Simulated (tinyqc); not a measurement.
Inside a calculation: fitting sp3s* parameters to three gaps by Newton steps. Values are carried at full precision from step to step, so a last printed digit may differ when a step is redone from the rounded ones.

sp3s* tight binding, nearest neighbours only: anion (a) at 0, cation (c) at a/4 (1,1,1), orbitals s, px, py, pz, s* on each; k in units of 2 pi/a. With phases e_j = exp(i (pi/2) k.n_j) for n = (1,1,1), (1,-1,-1), (-1,1,-1), (-1,-1,1): g0 = (e1+e2+e3+e4)/4, g1 = (e1+e2-e3-e4)/4, g2 = (e1-e2+e3-e4)/4, g3 = (e1-e2-e3+e4)/4. The diagonal holds the levels Esa, Epa, Exa (s*) and Esc, Epc, Exc. Anion-cation block: <sa|sc> = Vss g0; <sa|xc> = Vsapc g1; <xa|sc> = -Vscpa g1; <xa|xc> = Vxx g0; <xa|yc> = <ya|xc> = Vxy g3, <xa|zc> = <za|xc> = Vxy g2, <ya|zc> = <za|yc> = Vxy g1; <s*a|xc> = Vxapc g1; <xa|s*c> = -Vpaxc g1; y and z take g2 and g3 in place of g1; s-s* and s*-s* vanish.

Gaps are level 5 at Gamma, X = (1,0,0) and L = (1/2,1/2,1/2) less level 4 at Gamma; no spin-orbit coupling. Free parameters: Esa, Vxapc and Vscpa. H is linear in them, so by Hellmann-Feynman J_ij = <u|dH/dp_j|u> for level 5 at point i less the same for level 4 at Gamma. Newton: p(new) = p + J^-1 (target - gaps); stop when all misses are below 1e-7 eV.

Values chosen for the exercise (out of a larger set: near a published set for SiC, fitted to gaps, whose masses and valley positions are rough; not measured data): p = (-8.413, 2.119, -4.849, 4.311, 9.678, 9.281, -12.47, 3.071, 5.993, 9.562, 9.28, 8.794, 4.422) eV (start, order Esa, Epa, Esc, Epc, Exa, Exc, Vss, Vxx, Vxy, Vsapc, Vscpa, Vxapc, Vpaxc); tg = (6.108, 2.6143, 3.8151) eV (target gaps at Gamma, X, L).

## Gaps of the starting set

Compute the gaps and the misses.

gaps (eV): Gamma 6.0114, X 2.3656, L 3.6063

target less gap (eV): Gamma 0.0966, X 0.2487, L 0.2088

## The Jacobian

Form J and its singular values.

J:
```
          Esa    Vxapc    Vscpa
Gamma  0.4293   0.0000   0.0000
X      0.2463  -0.7418   0.0000
L      0.2270  -0.5890  -0.0530
```

singular values: 1.0170  0.4007  0.0414

The gap at Gamma answers to Esa. The condition number is 24.6.

## The first Newton step

Solve J dp = target less gap; the columns of J are Esa, Vxapc and Vscpa.

dp (eV): Esa 0.225, Vxapc -0.261, Vscpa -0.080

## The iteration

Repeat with J formed anew.

Newton steps (eV):

| i | Esa | Vxapc | Vscpa | Gamma | X | L | largest miss |
|---|---|---|---|---|---|---|---|
| 0 | -8.4130 | 8.7940 | 9.2800 | 6.0114 | 2.3656 | 3.6063 | 0.25 |
| 1 | -8.1880 | 8.5334 | 9.1996 | 6.1085 | 2.6143 | 3.8151 | 0.00049 |
| 2 | -8.1891 | 8.5330 | 9.2000 | 6.1080 | 2.6143 | 3.8151 | 2.5e-08 |

Converged in 2 steps; the miss goes 0.25, 0.00049, 2.5e-08, about squaring each time once it is small. The largest change is 0.261 eV in Vxapc, for a first miss of 0.249 eV.

## Checks

- J by Hellmann-Feynman against central differences: largest difference 2.9e-10.

Computed by tinyqc, a small Python program: `OMP_NUM_THREADS=1 python tinyqc.py 1482669 1482670 out.jsonl` (the numbers bound the seed that draws the inputs); one thread of a shared host (Intel(R) Xeon(R) Processor @ 2.30GHz), about 0.2 s for the whole set of steps.
